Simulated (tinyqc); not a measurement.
Inside a calculation. Model: resistance of a tapered via with liner, size effect and interface.

tinyqc, about 0.01 s, one thread, Intel Xeon 2.30GHz (shared host): `OMP_NUM_THREADS=1 python tinyqc.py 2750189 2750190 out.jsonl` Printed values are rounded.

A round via whose diameter grows from db at the bottom as D(z) = db + 2 z/tan(ang). The fill, of diameter D - 2 tl, starts above the bottom liner (thickness fb tl) and has rho = rho0 (1 + ks lam/(D - 2 tl)); the sidewall liner conducts in parallel with it. The bottom liner and the interface are crossed over the full area pi db^2/4. Spreading in the lines above and below is left out.

Inputs (values chosen for the exercise); fill metal close to tungsten:
- db = 9.9 nm (diameter at the bottom)
- hv = 18 nm (height)
- ang = 86 degrees (sidewall angle)
- rho0 = 5.38 uohm cm (bulk resistivity of the fill)
- lam = 15.5 nm (mean free path of the fill)
- ks = 1.4 (size-effect factor)
- tl = 2 nm (liner on the sidewall)
- fb = 0.5 (liner at the bottom over that on the sidewall)
- rl = 370 uohm cm (resistivity of the liner)
- ri = 5e-12 ohm cm^2 (interface resistivity at the bottom)
- Sb = 9.1e14 S/m^2 (ballistic conductance per area, about 3/(4 rho0 lam))

## Slices of the via

Slices between z0 = fb tl and hv, evaluated at their midpoints: conductance per length pi/4 [(D - 2 tl)^2/rho + (D^2 - (D - 2 tl)^2)/rl], slice resistance = slice height over that. 8 slices.

```
slice    z (nm)    D (nm)  rho (uohm cm)  slice resistance (ohm)
0      2.062500  10.18845       24.24515                15.40253
1      4.187500  10.48564       23.38070                13.64730
2      6.312500  10.78283       22.59200                12.15297
3      8.437500  11.08001       21.86951                10.87298
4      10.56250  11.37720       21.20524                9.770293
5      12.68750  11.67439       20.59241                8.815225
6      14.81250  11.97158       20.02527                7.983818
7      16.93750  12.26877       19.49891                7.256610
```

## Total resistance

R_fill = sum of the slices; R_bottom = rl fb tl/(pi db^2/4); R_interface = ri/(pi db^2/4); ballistic (Sharvin) limit 1/(Sb pi (db - 2 tl)^2/4); ideal cylinder rho0 hv/(pi db^2/4).

parts (ohm): fill 85.90172, bottom liner 48.06638, interface 6.495457
R = 140.4636 ohm
shares (%): fill 61.15587, bottom liner 34.21983, interface 4.62430
ballistic limit = 40.19432 ohm
ideal cylinder = 12.58040 ohm

The fill is the largest part, and R is 11.2 times the ideal cylinder. With 2000 slices R = 140.52 ohm.
